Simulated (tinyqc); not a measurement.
Width of the inclusion: polytypes by hexagonality, and a cubic inclusion as a quantum well.

Gap: E3 + (E2 - E3) h. Valence top Ev2 h and polarisation P2 h, both counted from 3C; Ec = Ev + gap.

A cubic inclusion of width L = N d in the host (h = 1) is a well of depth V = Ec(host) - Ec(3C). Square well with mass mismatch: k tan(k L/2) = (m_w/m_b) q, k = sqrt(m_w E/c), q = sqrt(m_b (V - E)/c), c = hbar^2/2m0, lowest root. The depth of the level, V - E, is its binding, and the transition to the valence top of the host is gap(host) - (V - E). The step in polarisation gives a field |F| = |P|/(eps eps0) in a thin inclusion, eps0 = 8.8541878e-12 F/m.

Constants: hbar^2/2m0 = 3.80998211 eV angstrom^2.

Values chosen for the exercise (of the order of those of InP; the results hold for these values, not for the real material): E3 = 1.413 eV (gap of the cubic polytype); E2 = 1.499 eV (gap of 2H); Ev2 = 0.039 eV (valence top of 2H above that of 3C); P2 = -0.0019 C/m^2 (spontaneous polarisation of 2H); m = (0.086, 0.083) m0 (electron mass along c in the cubic layer and in the host); d = 3.381 angstrom (thickness of a double layer); eps = 12.4 (dielectric constant).

Without the field: square well. With it, the potential inside is |F| (z - L/2), the host conduction edge lies at V - |F| L/2 on one side and V + |F| L/2 on the other, and the lowest level E_F is found by finite differences (step 0.25 angstrom, wide box, good to about 1 meV). Holes sit in the host on the high side, so the transition is gap(host) - V + E_F - |F| L/2. A dash: bound by less than 2 meV or not at all.

Results:
```
N   L (angstrom)  depth (eV)  transition (eV)  depth below the low side, with field (eV)  transition with field (eV)
2           6.76       0.004            1.495                                          -                           -
4          13.52       0.013            1.486                                      0.004                       1.471
6          20.29       0.026            1.473                                      0.011                       1.453
10         33.81       0.050            1.449                                      0.025                       1.415
15         50.72       0.072            1.427                                      0.036                       1.375
20         67.62       0.087            1.412                                      0.040                       1.342
30        101.43       0.103            1.396                                      0.042                       1.281
```

The square well binds a level even at N = 2 (4 meV), as any symmetric one-dimensional well does; the depth grows to 103 of 125 meV, and the transition tends to E3 - Ev(host) = 1.374 eV. With the field the level is bound by 2 meV or more for N = 4, 6, 10, 15, 20 and 30, and the transition is lowered by 14 meV at N = 4 and 115 meV at N = 30, where |F| L/2 = 88 meV. Free carriers or surface charge screen the field and the step between the two sides; with the field removed every row returns to its square-well depth, and the attraction to the hole, left out here, binds the electron further.

(tinyqc, `OMP_NUM_THREADS=1 python tinyqc.py 1850121 1850122 out.jsonl`, Intel(R) Xeon(R) Processor @ 2.30GHz, 1 thread, shared host, about 0.09 s.)
